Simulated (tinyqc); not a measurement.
## Abrupt p-n junction, non-linear Poisson equation by Newton steps: effect of temperature

One dimension, p side on the left, n side on the right; net doping C = -Na for x < 0 and +Nd for x > 0. The potential psi is counted from the intrinsic level, and the quasi-Fermi potentials are flat: 0 for holes and -V for electrons, so n = ni exp((psi + V)/Vt) and p = ni exp(-psi/Vt) (Boltzmann statistics, full ionisation, no current).

Nc and Nv are given at 250 K and scale as (T/250 K)^1.5; Eg and eps_r are held fixed and ionisation stays complete. ni = sqrt(Nc Nv) exp(-Eg/(2 Vt)), Eg in volts. Depletion approximation: Vbi = Vt ln(Na Nd/ni^2), W = sqrt(2 eps0 eps_r (Vbi - V)(1/Na + 1/Nd)/q), xp = W Nd/(Na + Nd), xn = W Na/(Na + Nd), peak field 2 (Vbi - V)/W, capacitance eps0 eps_r/W. Exact first integral for an abrupt junction with thick neutral sides: psi_p = -Vt ln(Na/ni), psi_n = Vt ln(Nd/ni) - V, psi_j = (Nd psi_n + Na psi_p - Vt (Nd - Na))/(Na + Nd) at the junction, n_j = ni exp((psi_j + V)/Vt), p_j = ni exp(-psi_j/Vt), and E_j^2 = (2 q/(eps0 eps_r)) [Nd (psi_n - psi_j - Vt) + Vt (n_j + p_j)] (minority densities of the neutral sides neglected).

Values chosen for this exercise; band and dielectric values those of a made-up semiconductor: band gap Eg = 1.51 eV; relative permittivity eps_r = 14.6; conduction-band density of states at the reference temperature Nc = 3.51e17 cm^-3; valence-band density of states at the reference temperature Nv = 8.9e18 cm^-3; acceptor density of the p side Na = 2.6e15 cm^-3; donor density of the n side Nd = 3e16 cm^-3; bias of the p side against the n side V = 0 V.

Constants: q = 1.602176634e-19 C, kB = 1.380649e-23 J/K, Vt = kB T/q, eps0 = 8.8541878128e-14 F/cm where lengths are in cm. Results are converted to the units shown.

The same in every row: share of W on the n side (%) = 7.975.

Results:

| T (K) | ni (cm^-3) | Vbi (V) | W (nm) | peak field, depletion (kV/cm) | peak field, exact (kV/cm) |
|---|---|---|---|---|---|
| 200 | 0.1193 | 1.339 | 950.3 | 28.18 | 27.82 |
| 240 | 232.5 | 1.293 | 934.0 | 27.70 | 27.26 |
| 280 | 5.392e4 | 1.246 | 916.7 | 27.19 | 26.68 |
| 320 | 3.292e6 | 1.197 | 898.6 | 26.65 | 26.08 |
| 400 | 1.099e9 | 1.096 | 859.8 | 25.50 | 24.86 |
| 440 | 9.286e9 | 1.044 | 839.1 | 24.88 | 24.24 |
| 480 | 5.561e10 | 0.9907 | 817.4 | 24.24 | 23.63 |

Estimate the missing row, T = 360 K.

Computed row:

| T (K) | ni (cm^-3) | Vbi (V) | W (nm) | peak field, depletion (kV/cm) | peak field, exact (kV/cm) |
|---|---|---|---|---|---|
| 360 | 8.229e7 | 1.147 | 879.6 | 26.09 | 25.47 |

With this row back in the table: ni rises from 0.119 to 5.56e10 cm^-3, while Vbi falls from 1.34 to 0.991 V, on average -1.24 mV/K; W falls from 950 to 817 nm. The depletion field is 1.3 % above the exact one in the first row and 2.6 % above it in the last.

Computed by the program tinyqc: `OMP_NUM_THREADS=1 python tinyqc.py 2000032 2000033 out.jsonl`, one thread of a shared Intel Xeon 2.30GHz, about 0.01 s for the whole run.
